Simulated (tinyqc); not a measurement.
Worked calculation: temperature and isotope dependence of a band gap in oscillator models. Values are carried at full precision from step to step, so a last printed digit may differ when a step is redone from the rounded ones.

E(T) = E0 - sum_i sl_i th_i n_i(T), n = 1/(exp(th/T) - 1). The same coupling lowers the gap at 0 K by the zero-point term ZP = sum_i sl_i th_i/2, so the gap of the static lattice is E0 + ZP. Thermal expansion is taken as part of the slopes.

Values chosen for the exercise (near those of InP; shifted at random, so the results belong to these values and not to a real crystal): E0 = 1.414 eV (gap at 0 K); th = (127, 342) K (temperatures of two oscillators); sl = (0.0734, 0.3346) meV/K (their high-temperature slopes); T = 400 K (temperature); M = 72.88 u (mean atomic mass); dM = -2.62 u (change of the mean mass (not bounded by the natural isotopes)); T12 = (170, 350) K (temperatures of the fits).

## The gap at T

Give the occupations, the two terms, the gap, ZP and the static gap.

n_i: [2.67602, 0.73999]

terms (meV): [24.945, 84.679]

E(T) = 1.3044 eV
ZP = 61.88 meV
static gap = 1.4759 eV

The thermal fall, 109.6 meV, is larger than the zero-point term, 61.9 meV; the soft oscillator supplies 23 % of the fall but 8 % of ZP. A calculation with clamped ions should be compared with the static gap.

## Slope and asymptote

dE/dT = -sum sl_i (th_i/T)^2 n_i (1 + n_i). At high T, n -> T/th - 1/2, so E -> E0 + ZP - (sum sl_i) T. Give the slope, its ratio to the limit, and the value at 0 K of the tangent drawn at T.

dE/dT = -0.3877 meV/K
ratio to the limiting slope = 0.9503
intercept of the tangent = 1.4595 eV
intercept - E0 = 45.47 meV

The tangent recovers 73 % of ZP: the extrapolation works only from T well above the higher oscillator (342 K).

## Isotope effect

With M -> M + dM the oscillator temperatures scale as M^(-1/2) and the slopes stay. Give th, ZP, E0 (static gap fixed) and E(T) for the new mass, and the linear rule dE0 = ZP dM/(2 M).

th (K): [129.35, 348.32]

ZP = 63.021 meV
shift of E0 = -1.143 meV
linear rule = -1.112 meV
shift of E(T) = -0.306 meV

The lighter crystal has the narrower gap. At 400 K 27 % of the shift at 0 K is left; it fades at high T, where the motion is classical and the mean-square amplitude no longer depends on mass.

## Two common fits

Two-parameter forms are made to pass through the falls at the two temperatures T12: Varshni aV T^2/(T + bV), from the line T^2/fall = (T + bV)/aV; one oscillator s1 t1/(exp(t1/T) - 1), with t1 from the ratio of the falls.

Give the falls and the parameters.

falls (meV): [26.0611, 90.3769]

aV = 0.7302 meV/K
bV = 640 K
t1 = 286.6 K
s1 = 0.3998 meV/K
ZP of the one-oscillator fit = 57.3 meV

The limiting slope of the model is 0.4080 meV/K; Varshni puts it +79 % off and one oscillator -2 %. The ZP of the fit differs from the true one by -4.6 meV.

## Checks

- Slope by finite differences against the formula (meV/K): both 0.38773.
- Fall at 20 times the higher oscillator temperature against the asymptote (meV): 2729.3 against 2728.8.

Computed by tinyqc, a small Python program: `OMP_NUM_THREADS=1 python tinyqc.py 1851028 1851029 out.jsonl` (the numbers bound the seed that draws the inputs); one thread of a shared host (Intel(R) Xeon(R) Processor @ 2.30GHz), about 0.01 s for the whole set of steps.
